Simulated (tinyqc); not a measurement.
# Gain of the pnp from the holding current

Inverse problem. On state with both base-emitter voltages at Von: npn base current Ib = (Von/Rs + bp Von/Rw)/(bn bp - 1), holding current Ih = (bn + 1) Ib + Von/Rs. Find bp.

Values chosen for this exercise:
```
symbol,value,unit,meaning
bn,6.5,,current gain of the npn
Rs,52,ohm,substrate resistance shunting the npn
Rw,220,ohm,well resistance shunting the pnp
Von,0.74,V,base-emitter voltage in the on state
```

Ih = 21.623377 mA

Solution. Ih gives Ib, and Ib (bn bp - 1) = Von/Rs + bp Von/Rw is linear in bp.

bp = 5.00

Computed by the program tinyqc: `OMP_NUM_THREADS=1 python tinyqc.py 2670030 2670031 out.jsonl`, one thread of a shared Intel Xeon 2.30GHz, about 0.04 s for the whole run.
